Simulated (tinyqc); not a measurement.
CMOS inverter, nodal equation and switching: one step of the calculation.

An n-channel pull-down (bn, VTn) and a p-channel pull-up (bp, VTp) share the input Vin and the output node Vout, which carries the load C. Transistor (EKV form, voltages against the body): I = 2 n b Vt^2 [F(vp - Vs) - F(vp - Vd)] from drain to source, F(v) = ln^2(1 + exp(v/(2 Vt))), vp = (Vg - VT + sg |Vd - Vs|)/n. n-channel bodies are at 0; for the p-channel device all voltages are counted down from Vdd. b in uA/V^2 gives I in uA. Static: In = Ip. Transient: C dVout/dt = Ip - In. No velocity saturation, no gate capacitance beyond C.

Task. Transfer curve. For each Vin solve In = Ip; gain = dVout/dVin.

Parameters, values chosen for the exercise:
```
symbol,value,unit,meaning
T,300,K,temperature
Vdd,0.5,V,supply voltage
n,1.36,,slope factor
sg,0.03,,drain-induced barrier lowering
VTn,0.38,V,n-channel threshold
VTp,0.33,V,p-channel threshold (magnitude)
bn,160,uA/V^2,gain factor of the pull-down transistor
bp,48,uA/V^2,gain factor of the pull-up transistor
Vin,0.29,V,input voltage
```

Constants: q = 1.602176634e-19 C, kB = 1.380649e-23 J/K, Vt = kB T/q. Results are converted to the units shown.

| point | Vin (V) |
|---|---|
| 0 | 0 |
| 1 | 0.05 |
| 2 | 0.1 |
| 3 | 0.15 |
| 4 | 0.2 |
| 5 | 0.25 |
| 6 | 0.3 |
| 7 | 0.35 |
| 8 | 0.4 |
| 9 | 0.45 |
| 10 | 0.5 |

Find: Vout; supply current; gain.

Result.

| point | Vout (V) | supply current (uA) | gain |
|---|---|---|---|
| 0 | 0.50000 | 8.9668e-6 | 0.000 |
| 1 | 0.49999 | 3.6963e-5 | 0.000 |
| 2 | 0.49995 | 1.5148e-4 | -0.002 |
| 3 | 0.49962 | 6.1341e-4 | -0.017 |
| 4 | 0.49620 | 0.0024221 | -0.188 |
| 5 | 0.29495 | 0.0078494 | -32.918 |
| 6 | 0.00385 | 0.0027574 | -0.201 |
| 7 | 0.00033 | 7.2869e-4 | -0.015 |
| 8 | 0.00003 | 1.8408e-4 | -0.001 |
| 9 | 0.00000 | 4.5445e-5 | 0.000 |
| 10 | 0.00000 | 1.1089e-5 | 0.000 |

The switching point Vin = Vout lies at 0.2513 V, with a gain of -33.2.

Numbers from tinyqc (`OMP_NUM_THREADS=1 python tinyqc.py 2340027 2340028 out.jsonl`; about 0.03 s on one thread of a shared Intel Xeon 2.30GHz).
